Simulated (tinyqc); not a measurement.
Inside a calculation. Method: tight binding, honeycomb lattice. One step of it, computed by the program tinyqc.

Problem. Levels at k. Diagonalise the Hermitian matrix.

H(k) at k (eV):
```
                    A                   B
A            1.260000  0.043975+0.758355i
B  0.043975-0.758355i           -1.260000
```

Give: eigenvalues; weights |c|^2 of the basis functions.

Solution.

eigenvalues (eV): -1.4713  1.4713

weights |c|^2 of the basis functions:
```
   band 1  band 2
A  0.0718  0.9282
B  0.9282  0.0718
```
